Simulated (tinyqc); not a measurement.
Worked calculation: gas flow in a process chamber: flow regimes, conductance, effective pumping speed, pump-down, outgassing and purge. Computed by tinyqc, a small Python program that keeps every step. Command: `OMP_NUM_THREADS=1 python tinyqc.py 3120260 3120261 out.jsonl pump walk`. One thread of a shared host (Intel(R) Xeon(R) Processor @ 2.30GHz), about 0.09 s of CPU time with the checks. Intermediate numbers are printed to about 6 digits and carried at full precision; extremes and crossings named in words are read from the listed rows.

Ideal gas, isothermal flow, a pump of constant speed at the end of a round pipe; process gas, volume gas and outgassing are given the same properties. 1 sccm = 101325 Pa x 1e-6 m^3/60 s x T/273.15 K.

Inputs (values chosen for the exercise, modelled on water vapour near room temperature): molar mass M = 18.02 g/mol; molecular diameter = 0.46 nm; viscosity eta = 9.9 micropascal s; temperature T = 300 K; chamber volume V = 130 L; wall area = 2.9 m^2; pipe diameter d = 6.3 cm; pipe length l = 140 cm; pump speed S = 87 L/s; process gas flow = 310 sccm; outgassing rate after 1 h = 1.5e-05 Pa m^3/(s m^2); outgassing exponent n = 0.84; starting pressure p0 = 2200 Pa; target base pressure = 9e-05 Pa.

Constants: k_B = 1.380649e-23 J/K; u = 1.6605390666e-27 kg.

## Molecular flow

Mean speed c = sqrt(8 k_B T/(pi m)); aperture conductance C_a = c pi d^2/16; molecular pipe C_m = C_a/(1 + 3 l/(4 d)) (Dushman form); viscous pipe C_v = pi d^4 p_mean/(128 eta l); Knudsen interpolation C = C_v + C_m (1 + x)/(1 + 1.24 x), x = d p_mean sqrt(m/(k_B T))/eta. Effective speed 1/S_eff = 1/S + 1/C_m; time constant V/S_eff; pressure at which the free path k_B T/(sqrt2 pi d_m^2 p) equals d.

mean speed c = 593.705 m/s

C_a = 462.681 L/s

C_m = 26.1895 L/s

S_eff in molecular flow = 20.1298 L/s

time constant = 6.45808 s

pressure where the free path equals d = 0.0699332 Pa

The pipe passes on 23 % of the pump speed; a larger pump would gain little, since S_eff cannot exceed C_m.

## Process pressure

Steady flow: the pump inlet is at p_2 = Q/S, and the chamber pressure p_1 solves Q = C((p_1 + p_2)/2) (p_1 - p_2). Residence time = p_1 V/Q. Knudsen number = free path at the mean pressure over d.

throughput Q = 574.973 Pa L/s

p_2 = 6.60888 Pa

chamber pressure p_1 = 9.01404 Pa

conductance C = 239.058 L/s

residence time = 2.03805 s

Knudsen number = 0.00895264

The flow in the pipe is viscous.

## Purging a well-mixed chamber

With steady flow a contaminant decays as exp(-t/residence time); gas used = flow x time.

time to dilute 1e3 times = 14.0784 s

time to dilute 1e6 times = 28.1568 s

gas used for 1e6 = 145.477 standard cm^3

## Pump-down curve

Pump-down: V dp/dt = -S_eff(p) p + q(t) A, with S_eff = S p_2/p, where p_2 solves C((p + p_2)/2) (p - p_2) = S p_2 at each moment, and q(t) = q_1 (1 h/(t + 10 s))^n; integrated adaptively. At long times p = q(t) A/S_eff. S_eff(p) is tabulated at 260 pressures and interpolated in ln p. Comparison columns: p0 exp(-t/time constant) with the molecular S_eff (0 below 1e-26 p0), and the outgassing limit.

Pressure against time:
```
t (s)        p (Pa)  S_eff (L/s)  volume gas only (Pa)  outgassing limit (Pa)
0.3     1.80040e+03      86.8494           2.10014e+03            2.95910e-01
1       1.12818e+03      86.7598           1.88441e+03            2.80010e-01
3       2.98199e+02      86.0969           1.38254e+03            2.43350e-01
10      5.17743e+00      53.3057           4.67671e+02            1.69464e-01
30      1.85949e-01      19.8952           2.11337e+01            9.46701e-02
100     4.42922e-02      19.4775           4.14571e-04            4.04738e-02
300     1.76055e-02      19.7473           1.47214e-17            1.69512e-02
1000    6.37230e-03      19.9641                     0            6.28512e-03
3600    2.16572e-03      20.0694                     0            2.15594e-03
20000   5.12072e-04      20.1151                     0            5.11559e-04
100000  1.32438e-04      20.1260                     0            1.32406e-04
```

From t = 100 s on the pressure is within 20 % of the outgassing limit, which falls only as (t + 10 s)^-0.84: walls, not volume, set the time to base pressure. Early on viscous flow raises S_eff to 86.8 L/s, 4.3 times its molecular value.

## Time to base pressure

From the outgassing limit: t = 1 h x (q_1 A/(S_eff p_target))^(1/n) - 10 s; monolayer time at the target = 1e19 m^-2 x 4 k_B T/(p c) for unit sticking.

time to the target = 43.9859 h

monolayer time = 3.10064 s

Checks made by the program: throughput from C and the pressure drop (relative difference below 1e-10).
